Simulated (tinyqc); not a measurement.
Rise against time: self-heating of a transistor with one or more fingers, with temperature-dependent conductivity. Computed by tinyqc, a small Python program. Command: `OMP_NUM_THREADS=1 python tinyqc.py 3001060 3001061 out.jsonl selfheat walk`. One thread of a shared host (Intel(R) Xeon(R) Processor @ 2.30GHz), about 0.05 s of CPU time with the checks.

N long parallel fingers lie on the top face of a slab whose bottom is held at T_0; the top is otherwise insulated, and heat flows in two dimensions. P in W/mm is 1000 P in W/m.

Inputs (values chosen for the exercise, modelled on gallium arsenide):

| quantity | value | unit |
|---|---|---|
| conductivity at the base temperature kappa_0 | 47 | W/(m K) |
| power per gate width P | 0.88 | W/mm |
| fingers N | 8 | - |
| finger pitch s | 10 | micrometre |
| width of the heat source w | 1.1 | micrometre |
| substrate thickness t | 41 | micrometre |
| heat capacity C | 1.8 | 1e6 J/(m^3 K) |
| pulse length | 3.2 | microsecond |

Power: power rises with temperature.

Method:
- A line source of power P on the top face raises the top at distance x by (P/(pi kappa_0)) g(x), g(x) = -ln tanh(pi x/(4 t)) (the image sum for the slab). On a strip of width w the centre sees the mean of g over the strip, g_0 = 1 + ln(8 t/(pi w)) for w much below t.
- theta_i = (P/(pi kappa_0)) [g_0 + sum over j != i of g(|i - j| s)], with equal powers and constant conductivity; thermal resistance = largest theta/P.
- After switching on, theta(tau) = (P D/kappa_0) int_0^tau X(u) Z(u) du at the hottest finger, D = kappa_0/C; X = sum over fingers at distance x of [erf((x + w/2)/r) - erf((x - w/2)/r)]/(2 w), Z = sum_(j=-200..200) (-1)^j exp(-(2 j t/r)^2)/sqrt(pi D u), r = 2 sqrt(D u); trapezoid rule on 300 points evenly spaced in ln u from u_0 = 1e-3 min(tau, w^2/D) to tau, plus the exact piece 2 sqrt(u_0/(pi D))/w below u_0. Conductivity and power are held at their base values here, and Fourier's law is used even where the diffusion length is near a phonon free path.

diffusivity D = 26.1111 micrometre^2/microsecond

theta of each finger (K): 59.3287  68.4329  73.2322  75.3754  75.3754  73.2322  68.4329  59.3287

largest theta = 75.3754 K

Heating curve:

| time (microsecond) | sqrt(D time) (micrometre) | rise (K) | share of the steady rise |
|---|---|---|---|
| 6.40e-05 | 0.040879 | 0.78515 | 0.01042 |
| 6.40e-04 | 0.12927 | 2.4823 | 0.03293 |
| 0.0064 | 0.40879 | 7.0236 | 0.09318 |
| 0.064 | 1.2927 | 13.509 | 0.1792 |
| 0.64 | 4.0879 | 20.937 | 0.2778 |
| 3.2 | 9.1409 | 31.61 | 0.4194 |
| 13 | 18.424 | 50.165 | 0.6655 |
| 39 | 31.911 | 68.082 | 0.9032 |
| 97 | 50.327 | 74.799 | 0.9924 |

What does the comparison show, and why?

Half the steady rise is reached between 3.2 and 13 microseconds, and the last row holds 99.2 % of it; the slowest time constant is 4 t^2/(pi^2 D) = 26.1 microseconds. While the diffusion length lies between w and the pitch or thickness, the rise grows as the logarithm of time; once it nears the pitch of 10 micrometre the neighbours add their heat.

Extremes, crossings and ranges named in words are read from the listed rows.
